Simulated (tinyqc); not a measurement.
## Field from the level spacing

Question. In a triangular well E_k = a_k (C F^2/mz1)^(1/3), a_1 = 2.338107, a_2 = 4.087949, C = hbar^2/(2 m0), F in eV/nm (1 MV/cm = 0.1 eV/nm). Find F, E_1, the mean distance 2 E_1/(3 F) of the lowest level and the sheet charge eps0 eps_r F/q behind such a field.

Parameters, values chosen for the exercise: relative permittivity eps_r = 15.8; mass along z of valley set A (1 valley(s)) mz1 = 1.6 m0.

Constants: q = 1.602176634e-19 C, hbar = 1.054571817e-34 J s, m0 = 9.1093837015e-31 kg, eps0 = 8.8541878128e-14 F/cm where lengths are in cm, hbar^2/(2 m0) = 0.0380998212 eV nm^2. Results are converted to the units shown.

spacing of the two lowest levels = 130.51160 meV

Answer. The spacing over a_2 - a_1 is the energy scale (C F^2/mz1)^(1/3), which gives F.

F = 1.32 MV/cm
E_1 = 174 meV
mean distance = 0.881 nm
sheet charge over q = 1.15e13 cm^-2

Program tinyqc, `OMP_NUM_THREADS=1 python tinyqc.py 2160081 2160082 out.jsonl`; Intel Xeon 2.30GHz, shared host, one thread, about 1 s.
